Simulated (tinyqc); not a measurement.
# Lifetime from the low-frequency admittance

Inverse problem. At low frequency a p+-n diode with a base of width wb has C_diff/G = (tau/2)(1 - 2 x/sinh 2x), x = wb/sqrt(Dp tau). Find tau, x and the limit of C_diff/G for infinite lifetime, wb^2/(3 Dp).

Values chosen for this exercise: hole diffusion coefficient Dp = 8 cm^2/s; width of the neutral base wb = 3.4 um.

G = 0.43701226 S/cm^2
C_diff = 0.0019400984 uF/cm^2

Answer. The ratio rises steadily with tau from tau/2 (long base) towards wb^2/(3 Dp) (short base), so one lifetime matches as long as the ratio is below that limit.

tau = 8.000e-8 s
x = 0.4250
limit of C_diff/G = 4.817e-9 s

Program tinyqc, `OMP_NUM_THREADS=1 python tinyqc.py 2890178 2890179 out.jsonl`; Intel Xeon 2.30GHz, shared host, one thread, about 0.01 s.
